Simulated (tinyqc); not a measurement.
Changing the reverse bias V_r: deep-level transient spectroscopy (DLTS) of one majority-carrier trap. Computed by tinyqc, a small Python program. Command: `OMP_NUM_THREADS=1 python tinyqc.py 3013083 3013084 out.jsonl dlts sweep`. One thread of a shared host (Intel(R) Xeon(R) Processor @ 2.30GHz), about 0.1 s of CPU time with the checks.

A filling pulse loads the traps in a one-sided junction; under reverse bias they empty at the rate e, and the capacitance relaxes as C(t) = C_0 - dC exp(-e t). The signal is S = [C(t_2) - C(t_1)]/dC.

Inputs (values chosen for the exercise, for a model semiconductor):

| quantity | value | unit |
|---|---|---|
| density-of-states mass m | 0.224 | m_0 |
| valleys M | 1 | - |
| trap depth E_t | 0.488 | eV |
| cross-section sigma_0 | 5.9e-15 | cm^2 |
| degeneracy ratio g | 2 | - |
| gate time t_1 | 0.01 | s |
| ratio t_2/t_1 | 10 | - |
| temperature T | 276 | K |
| doping N | 1.6e+16 | cm^-3 |
| trap density N_t | 2.5e+13 | cm^-3 |
| dielectric constant eps | 12.7 | - |
| built-in voltage V_b | 0.9 | V |
| diode area | 0.0006 | cm^2 |
| capture barrier E_b | 0.054 | eV |

Carriers: electrons. Extra term: capture barrier.

Constants: k_B = 8.617333262e-05 eV/K; k_B = 1.380649e-23 J/K; m_0 = 9.1093837015e-31 kg; h = 6.62607015e-34 J s; eps_0 = 8.8541878128e-12 F/m; e = 1.602176634e-19 C.

Method:
- e = g sigma v N_b exp(-E/k_B T), v = sqrt(3 k_B T/m), N_b = 2 M (2 pi m k_B T/h^2)^(3/2), sigma = sigma_0 exp(-E_b/k_B T), E = E_t.
- S(e) = exp(-e t_1) - exp(-e t_2) peaks at the rate window e_0 = ln(t_2/t_1)/(t_2 - t_1).
- T_p solves e(T) = e_0 (bisection between 15 and 1500 K); the half-height points solve S = S_max/2 on either side.
- W = sqrt(2 eps eps_0 (V_b + V_r)/(e N)), C_0 = eps eps_0 area/W. The pulse goes to zero bias, W_0 = W(V_r = 0). Traps within lambda = sqrt(2 eps eps_0 (E_t - E_F)/(e^2 N)) of the depletion edge stay filled, with E_F = k_B T_p ln(N_b/N) from the band, N_b = 2 M (2 pi m k_B T_p/h^2)^(3/2) (dopants taken as fully ionised). dC = C_0 (N_t/2N) f, f = [(W - lambda)^2 - max(W_0 - lambda, 0)^2]/W^2. The simple estimate is 2 N dC/C_0.

One run for each value:

| reverse bias V_r (V) | C_0 (pF) | f | transient amplitude dC (fF) | depletion width W (micrometre) |
|---|---|---|---|---|
| 0.5 | 19.251 | 0.15161 | 2.2802 | 0.3505 |
| 0.9 | 16.978 | 0.23215 | 3.0793 | 0.3974 |
| 1.6 | 14.406 | 0.32961 | 3.7098 | 0.4683 |
| 2.9 | 11.685 | 0.44007 | 4.0174 | 0.5774 |
| 5.2 | 9.223 | 0.54651 | 3.9378 | 0.7315 |
| 9.3 | 7.132 | 0.64172 | 3.5757 | 0.9460 |
| 17.0 | 5.384 | 0.72475 | 3.0485 | 1.2531 |
| 30.0 | 4.098 | 0.78783 | 2.5221 | 1.6465 |

What does the table show, and why?

Over the rows, C_0 (pF) falls from 19.3 to 4.10 (exponent d ln y / d ln x -0.21 between the first rows and -0.48 between the last); f rises from 0.152 to 0.788 (exponent d ln y / d ln x 0.72 between the first rows and 0.15 between the last); transient amplitude dC (fF) goes from 2.28 through a maximum among these rows, 4.02 at 2.90, to 2.52. At the high end the exponent of C_0 is -0.48, close to -0.50: C goes as (V_b + V_r)^(-1/2).

Extremes, crossings and ranges named in words are read from the listed rows.
